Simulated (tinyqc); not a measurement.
LED efficiency against current.

ABC model of an LED: J = q da (A n + Ba n^2 + Ca n^3), IQE = Ba n^2/(A n + Ba n^2 + Ca n^3), differential lifetime 1/(A + 2 Ba n + 3 Ca n^2).

Values chosen for this exercise: defect coefficient of the active layer A = 1.6e5 1/s; radiative coefficient of the active layer Ba = 6.5e-12 cm^3/s; Auger coefficient of the active layer Ca = 4.8e-30 cm^6/s; thickness of the active layer da = 4.3 nm.

Constants: q = 1.602176634e-19 C. Results are converted to the units shown.

LED efficiency against current:
```
J (A/cm^2)  n (cm^-3)  IQE (%)  defect share (%)  Auger share (%)  differential lifetime (ns)
6e-5        4.5859e15   15.696            84.251         0.053155                      4547.1
0.0003      1.6297e16   39.643            59.879          0.47709                      2661.8
0.001       3.6165e16   58.571            39.865           1.5642                      1540.9
0.005       9.1390e16   74.804            20.148           5.0484                      681.04
0.02        1.8755e17   78.756            10.337           10.907                      322.10
0.08        3.6550e17   74.780            5.0362           20.184                      146.30
0.3         6.6250e17   65.514            2.4342           32.051                      66.258
1           1.1027e18   54.448            1.2155           44.336                      31.247
6           2.2417e18   37.504           0.41183           62.084                      9.8365
```

The IQE goes from 15.7 through a maximum of 78.8 (at J = 0.02 A/cm^2 among the rows listed) to 37.5 %. The exact peak, Q/(Q + 2) = 78.8 % with Q = Ba/sqrt(A Ca) = 7.42, lies at n = sqrt(A/Ca) = 1.83e17 cm^-3, J = 0.0190 A/cm^2, where the defect and Auger shares are equal. n goes as J^(0.79) at the low end and J^(0.40) at the high end.

Program tinyqc, `OMP_NUM_THREADS=1 python tinyqc.py 2300105 2300106 out.jsonl`; Intel Xeon 2.30GHz, shared host, one thread, about 0.01 s.
